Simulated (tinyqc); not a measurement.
Inside a calculation: BHZ model on a square lattice (one spin block). Values are carried at full precision from step to step, so a last printed digit may differ when a step is redone from the rounded ones.

h(k) = e0 + d.s with s the Pauli matrices in the basis (E, H), k in units of 1/a: dx = (A/a) sin kx, dy = (A/a) sin ky, dz = M - (2B/a^2)(2 - cos kx - cos ky), e0 = -(2D/a^2)(2 - cos kx - cos ky). The other spin block is h*(-k). For small k this is the continuum model with dz = M - B k^2.

Parameters, chosen for this exercise (of the size used for HgTe wells; not measured data): A = 3.44 eV angstrom; B = -62.3 eV angstrom^2; D = -50.5 eV angstrom^2; M = 0.0273 eV (mass term); a = 50 angstrom (grid spacing); k = (0.04, 0.11) 1/a (wave vector); nk = 40 (points along kx).

## One k point

Form e0, d and E = e0 -/+ |d|.

e0 = 0.276 meV

dx, dy, dz (meV): 2.751  7.553  27.641

levels (meV): -28.510  29.063

## Signs of dz at the four invariant points

dz = M, M - 4B/a^2 (twice), M - 8B/a^2 at (0,0), (pi,0), (0,pi), (pi,pi). The product of the signs is (-1)^nu. C = (s00 - s0p - sp0 + spp)/2 is the Chern number of the lower band of this block, in the sense Omega = curl of i<u|grad u>.

dz (meV): (0,0) 27.30, (pi,0) 126.98, (0,pi) 126.98, (pi,pi) 226.66

nu (Z2 index) = 0
C = 0

M/B < 0: no inversion, a trivial insulator.

## Wilson loop

For each ky: x = -(1/2 pi) arg of the product of <u_j|u_(j+1)> over nk points kx = 2 pi j/nk of the lower band, folded into (-1/2, 1/2]. x is the centre of the hybrid Wannier function; minus its winding over ky from -pi to pi (followed on 61 points) is C.

Centres:

| ky | x (a) |
|---|---|
| -3.142 | 0.0000 |
| -1.500 | 0.0217 |
| -0.700 | 0.0431 |
| -0.350 | 0.0454 |
| -0.150 | 0.0277 |
| 0.000 | 0.0000 |
| 0.150 | -0.0277 |
| 0.350 | -0.0454 |
| 0.700 | -0.0431 |
| 1.500 | -0.0217 |
| 3.142 | 0.0000 |

C from the winding = 0

The centre returns without winding, moving at most 0.045 of a cell on these rows.

## Checks

- Chern number from the winding against the sign formula: both 0.

tinyqc: `OMP_NUM_THREADS=1 python tinyqc.py 1481435 1481436 out.jsonl`; about 0.1 s, one thread, shared Intel(R) Xeon(R) Processor @ 2.30GHz.
